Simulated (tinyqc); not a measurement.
Inside a calculation. Model: thermal displacements in the Debye model: Debye-Waller factors, bond-length spread and the Lindemann rule. Computed by tinyqc, a small Python program that keeps every step. Command: `OMP_NUM_THREADS=1 python tinyqc.py 3004725 3004726 out.jsonl debyewaller walk`. One thread of a shared host (Intel(R) Xeon(R) Processor @ 2.30GHz), about 0.01 s of CPU time with the checks. Intermediate numbers are printed to about 5 digits and carried at full precision; extremes and crossings named in words are read from the listed rows.

A Debye spectrum with three branches of one velocity, cut at k_B Theta; 8 atoms per cube, nearest neighbours at d = 0.433013 a.

Inputs (values chosen for the exercise, modelled on silicon):

| quantity | value | unit |
|---|---|---|
| atomic mass M | 28.09 | u |
| Debye temperature Theta | 553 | K |
| lattice constant a | 5.431 | angstrom |
| temperature T | 300 | K |
| Lindemann ratio x_L | 0.14 | - |
| gamma-ray energy E | 77.3 | keV |
| photoelectron wave number k | 8.4 | 1/angstrom |

Structure: diamond.

reflection (h k l): 4  0  0

Constants: hbar^2/u = 4.18015928e-03 eV angstrom^2; k_B = 8.617333262e-05 eV/K; e = 1.602176634e-19 C; u = 1.6605390666e-27 kg; c = 299792458 m/s; hbar = 6.582119569e-16 eV s.

## Mean-square displacement

<u_x^2> = (3 hbar^2/(2 M k_B Theta)) int_0^1 s coth(s Theta/(2T)) ds (64 Gauss-Legendre points); it tends to 3 hbar^2/(4 M k_B Theta) at T = 0 and to 3 hbar^2 T/(M k_B Theta^2) at high T. B = 8 pi^2 <u_x^2>.

<u_x^2> = 0.0055466 angstrom^2

zero-point value = 0.0023421 angstrom^2

classical value = 0.0050823 angstrom^2

B factor = 0.43794 angstrom^2

The zero-point value is 42.2 % and the classical value 91.6 % of the full result; the two are limits, not parts that add.

## Loss of Bragg intensity

G = 2 pi sqrt(h^2 + k^2 + l^2)/a; the intensity is multiplied by exp(-2W), 2W = G^2 <u_x^2>; the loss goes into thermal diffuse scattering.

|G| = 4.6276 1/angstrom

2W = 0.11878

intensity factor exp(-2W) = 0.88800

## Recoil-free fraction

A nucleus of this mass is supposed to emit a gamma ray of the energy chosen: recoil energy E_R = E^2/(2 M c^2), wave number k_g = E/(hbar c), recoil-free fraction f = exp(-k_g^2 <u_x^2>).

recoil energy = 114.18 meV

k_g = 39.174 1/angstrom

recoil-free fraction f = 2.0112e-04

E_R is 2.40 k_B Theta.

## Spread of the bond length

Correlated Debye model: sigma^2 = (3 hbar^2/(M k_B Theta)) int_0^1 s coth(s Theta/(2T)) [1 - sin(s q_D R)/(s q_D R)] ds for two atoms at distance R, q_D = (6 pi^2 n)^(1/3), n atoms per volume; uncorrelated motion would give 2 <u_x^2>. An EXAFS amplitude is damped by exp(-2 k^2 sigma^2).

sigma^2 of the nearest bond = 0.0053171 angstrom^2

correlation 1 - sigma^2/(2 <u_x^2>) = 0.52068

EXAFS damping = 0.47220

Neighbours move partly together, which removes 52 % of the uncorrelated spread. Caution: in covalent crystals the stiff bond makes the true nearest-neighbour sigma^2 smaller than this model gives.

## Lindemann melting temperature

Melting is placed where sqrt(3 <u_x^2>) = x_L d; the classical form gives T_m = M k_B Theta^2 (x_L d)^2/(9 hbar^2).

Lindemann T_m = 2128.8 K

classical T_m = 2132.8 K

ratio sqrt(3 <u_x^2>)/d at T = 0.054852

The rule is empirical: x_L is fitted within a family of like crystals, and T_m goes as its square.

## Displacements against temperature

The correlation is 1 - sigma^2/(2 <u_x^2>); exp(-2W) uses 2W = G^2 <u_x^2>.

Displacements (angstrom^2):

| T (K) | <u_x^2> | classical | sigma^2 at d | sigma^2 at 2d | exp(-2W) |
|---|---|---|---|---|---|
| 17 | 0.0023567 | 2.8800e-04 | 0.0030624 | 0.0046629 | 0.95078 |
| 55 | 0.0024945 | 9.3176e-04 | 0.0030826 | 0.0047259 | 0.94798 |
| 110 | 0.0029371 | 0.0018635 | 0.0032839 | 0.0051923 | 0.93904 |
| 190 | 0.0039200 | 0.0032188 | 0.0039785 | 0.0065470 | 0.91948 |
| 300 | 0.0055466 | 0.0050823 | 0.0053171 | 0.0089836 | 0.88800 |
| 440 | 0.0077761 | 0.0074540 | 0.0072553 | 0.012419 | 0.84660 |
| 660 | 0.011398 | 0.011181 | 0.010478 | 0.018067 | 0.78342 |
| 1000 | 0.017084 | 0.016941 | 0.015595 | 0.026985 | 0.69360 |
| 1200 | 0.020449 | 0.020329 | 0.018634 | 0.032272 | 0.64538 |

The classical line is within 5 % from T = 440 K (T/Theta = 0.80) on. The correlation of nearest neighbours grows from 0.35 to 0.54, since thermal motion weights long waves, which move neighbours together, more than zero-point motion does; at 2d it ends at 0.21. The reflection keeps 95 % of its intensity at the lowest T and 65 % at the highest.

Checks made by the program: high-temperature series <u^2> = classical x (1 + (Theta/T)^2/36) at T = 5 Theta (relative difference 4e-07).
